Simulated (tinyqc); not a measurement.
## Thermal resistances of a two-die stack

Question. Heat leaves through the lower die only, and the system is linear. Find the resistance R1 from the lower die to the coolant, R2 between the dies, and the rise of the upper die when both are powered.

Parameters, values chosen for the exercise:
- P1 = 11 W (power of the lower die)
- P2 = 19 W (power of the upper die)

rises of the lower and upper die with only the lower one powered (K): [6.16, 6.16]
rises of the lower and upper die with only the upper one powered (K): [10.64, 18.81]

Answer. With only the lower die powered no heat crosses R2, so both dies rise by P1 R1; the difference in the second test is P2 R2; rises add.

R1 = 0.5600 K/W
R2 = 0.4300 K/W
rise of the upper die = 24.97 K

Program tinyqc, `OMP_NUM_THREADS=1 python tinyqc.py 2162175 2162176 out.jsonl`; Intel Xeon 2.30GHz, shared host, one thread, about 0.02 s.
